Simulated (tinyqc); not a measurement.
Read current of a NAND string, cells in series solved by shooting: one step of the calculation.

Cells in series, numbered from 0 at the source line (0 V) to the bit line, each followed by a gap resistance Rg. A cell with gate Vg, threshold VT, source Vs and drain Vd passes I = 2 nf K Vt^2 [F(Vs) - F(Vd)]/(1 + th max(Vg - VT, 0)), F(V) = ln^2(1 + exp((Vg - VT - nf V)/(2 nf Vt))). The selected cell has Vg = Vr, the others Vg = Vp.

Task. Node voltages for a trial current. For a trial current I start at 0 V and, cell by cell (the selected one is cell 0), solve for the drain: sqrt(F(Vd)) = sqrt(F(Vs) - I/k), k = 2 nf K Vt^2/(1 + th max(Vg - VT, 0)), Vd = [Vg - VT - 2 nf Vt ln(exp(sqrt F) - 1)]/nf, then add I Rg.

Inputs (values chosen for the exercise); values of the order met in vertical NAND strings:
```
symbol,value,unit,meaning
T,358,K,temperature
K,21,uA/V^2,gain factor of a cell
nf,1.2,,slope factor
th,0.09,1/V,mobility reduction factor
Rg,1.6,kohm,resistance of the gap between cells
Vbl,0.3,V,bit-line voltage
Vp,7.3,V,pass voltage
Vr,4.16,V,read voltage on the selected word line
```

Constants: q = 1.602176634e-19 C, kB = 1.380649e-23 J/K, Vt = kB T/q. Results are converted to the units shown.

first trial current = 1.5 uA
thresholds from the source end, cell 0 to 4 (V): [2.8, 4.3, 4.3, 4.3, -1.7]

Find: node voltage after each cell and gap, trial 1.

Result.

node voltage after each cell and gap, trial 1, cell 0 to 4 (V): [0.062968, 0.096587, 0.13065, 0.16517, 0.18228]

Numbers from tinyqc (`OMP_NUM_THREADS=1 python tinyqc.py 2142208 2142209 out.jsonl`; about 0.4 s on one thread of a shared Intel Xeon 2.30GHz).
